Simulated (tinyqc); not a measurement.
Landau-Devonshire theory of a uniaxial ferroelectric: one step, computed by the program tinyqc. Command: `OMP_NUM_THREADS=1 python tinyqc.py 3008095 3008096 out.jsonl ferro walk`. One thread of a shared host (Intel(R) Xeon(R) Processor @ 2.30GHz), about 0.01 s of CPU time with the checks.

G(P) = (alpha/2) P^2 + (beta*/4) P^4 + (gamma/6) P^6 - E P per volume, SI units, one domain, P along the polar axis, which is normal to the film.

Task: Spontaneous polarisation, susceptibility, coercive field. Ps^2 = [-beta* + sqrt(beta*^2 - 4 alpha gamma)]/(2 gamma). chi = 1/(eps_0 G''), G'' = alpha + 3 beta* P^2 + 5 gamma P^4 at Ps. Ps, chi and the coercive field are for perfect screening, without a depolarising field. The intrinsic coercive field is |alpha P + beta* P^3 + gamma P^5| at the P_c where G'' = 0. 1 C/m^2 = 100 microcoulomb/cm^2.

Inputs (values chosen for the exercise, for a model ferroelectric): Curie-Weiss temperature T0 = 690 K; gamma = 3.45e+09 J m^9/C^6; temperature T = 581 K.

Sample: epitaxial film.

alpha = -2.652344e+08 J m/C^2

beta* = 1.248444e+09 J m^5/C^4

Constants: eps_0 = 8.8541878128e-12 F/m.

Give: spontaneous polarisation Ps; susceptibility chi; well depth G(Ps); P_c; intrinsic coercive field.

Result:

spontaneous polarisation Ps = 38.75 microcoulomb/cm^2

susceptibility chi = 164.6

well depth G(Ps) = -10.93 MJ/m^3

P_c = 23.72 microcoulomb/cm^2

intrinsic coercive field = 43.66 MV/m

P_c/Ps = 0.612, above the 0.577 of a quartic well, as the sixth-order term matters. Real switching runs by domain nucleation at far lower fields.
